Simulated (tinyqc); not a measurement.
Inside a calculation. Model: rectangular fin or nanosheet with a gate all round, subbands and threshold shift from confinement.

Program tinyqc, `OMP_NUM_THREADS=1 python tinyqc.py 2350110 2350111 out.jsonl`; Intel Xeon 2.30GHz, shared host, one thread, about 0.1 s. Printed values are rounded.

Undoped body with a flat potential across it, hard walls, transport along x. One isotropic valley (g = 1, mx = my = mz = me). Non-parabolicity enters the subband edges through E (1 + al E) = gamma, so E = 2 gamma/(1 + sqrt(1 + 4 al gamma)); motion within a subband is taken as parabolic with the band-edge mass. Energies are counted from the bulk band edge.

Inputs (values chosen for the exercise); masses close to those of GaAs:
```
symbol,value,unit,meaning
T,300,K,temperature
me,0.0681,m0,mass at the band edge
al,0.56,1/eV,non-parabolicity
t,10.8,nm,width (along y)
dl,0,nm,widening of the box by penetration into the insulator
H,10.8,nm,height (along z)
```

Constants: q = 1.602176634e-19 C, kB = 1.380649e-23 J/K, hbar = 1.054571817e-34 J s, m0 = 9.1093837015e-31 kg, Vt = kB T/q, hbar^2/(2 m0) = 0.0380998212 eV nm^2. Results are converted to the units shown.

## Lowest subbands

gamma = C pi^2 [a^2/(my (t + dl)^2) + b^2/(mz (H + dl)^2)], C = hbar^2/(2 m0). List the 6 lowest, labelled by quantum numbers, with degeneracy g and N_k: N_k = g sqrt(2 mx m0 kB T/(pi hbar^2)).

```
subband    E_k (eV)  g  N_k (cm^-1)
1,1      0.09013077  1   1.212786e6
1,2       0.2116211  1   1.212786e6
2,1       0.2116211  1   1.212786e6
2,2       0.3210124  1   1.212786e6
1,3       0.3887632  1   1.212786e6
3,1       0.3887632  1   1.212786e6
```

## Threshold shift

Each subband has N_k = g sqrt(2 mx m0 kB T/(pi hbar^2)); without degeneracy n = exp(EF/Vt) sum N_k exp(-E_k/Vt). Classical value Nc times t H, Nc = sum over valleys of 2 g (m m0 kB T/(2 pi hbar^2))^1.5 with m = (mx my mz)^(1/3). Threshold shift dVT = Vt ln(classical value/sum N_k exp(-E_k/Vt)). Use the subbands listed.

shares, subband 1,1 to 3,1 (%): 98.19788  0.89362  0.89362  0.01299  0.00094  0.00094
sum N_k exp(-E_k/Vt) = 37805.23 cm^-1
Nc = 4.459567e17 cm^-3
classical value = 5.201639e5 cm^-1
dVT = 67.77610 mV

With all subbands dVT = 67.78 mV. The lowest edge lies at 90.1 meV; dVT is smaller than that, since sum N_k exp(-(E_k - E_1)/Vt) exceeds the classical value.
